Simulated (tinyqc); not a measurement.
# Two channel transmissions from conductance and noise

Inverse problem. A contact has two spin-degenerate channels: G = (2 q^2/h)(T1 + T2), Fano factor F = [T1 (1 - T1) + T2 (1 - T2)]/(T1 + T2), T1 > T2. Find T1 and T2.

G in units of 2 q^2/h = 0.97
Fano factor = 0.24030928

Answer. With g = T1 + T2, T1^2 + T2^2 = g (1 - F), so (T1 - T2)^2 = 2 g (1 - F) - g^2.

T1 = 0.850
T2 = 0.120

Program tinyqc, `OMP_NUM_THREADS=1 python tinyqc.py 2740024 2740025 out.jsonl`; Intel Xeon 2.30GHz, shared host, one thread, about 0.03 s.
